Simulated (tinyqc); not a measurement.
What moves the results: delta-doped layer in the Thomas-Fermi potential. A value that a table varies takes the place of the one given here.

All donors ionised in the plane z = 0, zero temperature, energies from the Fermi level EF of the Thomas-Fermi model, which lies at the bulk band edge; c = hbar^2/2m0, q = e^2/(4 pi eps0). Layer in a (001) plane: two valleys with m_z = ml, m_d = mt (unprimed) and four with m_z = mt, m_d = sqrt(ml mt) (primed); m3 = (ml mt^2)^(1/3), gv = 6. With n = (gv/3 pi^2)(m3 (-V)/c)^(3/2) and V'' = -(4 pi q/eps) n for z > 0, the solution is V = -b/(|z| + z0)^4 with sqrt(b) = 20/K, K = (4 pi q/eps)(gv/3 pi^2)(m3/c)^(3/2), and z0^5 = 4b/(e F0), e F0 = 2 pi q N/eps; 1e13/cm^2 = 1e-3/angstrom^2. Exchange and correlation are left out.

Subbands solve -(c/m_z) psi'' + V psi = E psi on 1280 points of spacing z0/80; up to ten levels for each group, kept if bound with an rms width below 2.5 z0.

Constants: hbar^2/2m0 = 3.80998211 eV angstrom^2; e^2/(4 pi eps0) = 14.39964547 eV angstrom.

Values chosen for the exercise (near those of a delta-doped layer in Si; the results hold for these values, not for the real material):

| symbol | value | unit | meaning |
|---|---|---|---|
| ml | 0.929 | m0 | longitudinal mass |
| mt | 0.195 | m0 | transverse mass |
| eps | 12 |  | dielectric constant |
| Nl | (2.3, 4.6, 9.2, 16, 28, 46, 74) | x 1e13/cm^2 | sheet densities |
| N | 23 | x 1e13/cm^2 | donor sheet density |

## Doping density

The well, the lowest level and the filling anew; at zero temperature n_i = g m_d (mu - E_i)/(2 pi c), with mu fixed by sum n_i = N.

Results:

| N (1e13/cm^2) | z0 (angstrom) | depth (eV) | lowest (eV) | next - lowest (eV) | occupied | share of lowest (%) |
|---|---|---|---|---|---|---|
| 2.3 | 27.4 | 0.1188 | -0.0461 | 0.0219 | 3 | 31.2 |
| 4.6 | 23.9 | 0.2069 | -0.0874 | 0.0390 | 3 | 29.5 |
| 9.2 | 20.8 | 0.3602 | -0.1644 | 0.0686 | 3 | 27.9 |
| 16 | 18.6 | 0.5608 | -0.2708 | 0.1070 | 4 | 26.7 |
| 28 | 16.6 | 0.8775 | -0.4469 | 0.1668 | 4 | 25.3 |
| 46 | 15.1 | 1.3054 | -0.6945 | 0.2461 | 4 | 24.2 |
| 74 | 13.7 | 1.9095 | -1.0567 | 0.3560 | 6 | 23.0 |

The depth grows as N^(4/5) and z0 shrinks as N^(-1/5): factors 16.1 and 2.00 for 32 times the doping. The lowest level deepens faster, with exponent 0.90, since the zero-point energy takes a smaller share of a deeper well (61 % falling to 45 %). The number of occupied subbands is 3 in the first row and 6 in the last. Depths beyond about 0.5 eV stretch parabolic valleys past their range.

## What each parameter does

z0, depth, lowest level and its rms width. Each row changes one parameter from the base and keeps the others.

Results:

| case | z0 (angstrom) | depth (eV) | lowest (eV) | rms z (angstrom) |
|---|---|---|---|---|
| base | 17.29 | 0.7498 | -0.3749 | 3.57 |
| N = 13.8 x 1e13/cm^2 | 19.15 | 0.4982 | -0.2371 | 4.36 |
| eps = 10.8 | 16.23 | 0.7820 | -0.3833 | 3.49 |
| ml = 1.068 m0 | 16.82 | 0.7291 | -0.3693 | 3.39 |
| mt = 0.166 m0 | 18.44 | 0.7996 | -0.4178 | 3.49 |

The largest shifts from the base row, up to three for each result and ties (the steps differ in size, so this ranks the rows, not the parameters). z0 (angstrom): N +1.86, mt +1.15, eps -1.06. depth (eV): N -0.2515, mt +0.0499, eps +0.0323. lowest (eV): N +0.1378, mt -0.0429, eps -0.0084. rms z (angstrom): N +0.79, ml -0.19, mt -0.09.

tinyqc: `OMP_NUM_THREADS=1 python tinyqc.py 1282304 1282305 out.jsonl`; about 0.2 s, one thread, shared Intel(R) Xeon(R) Processor @ 2.30GHz.
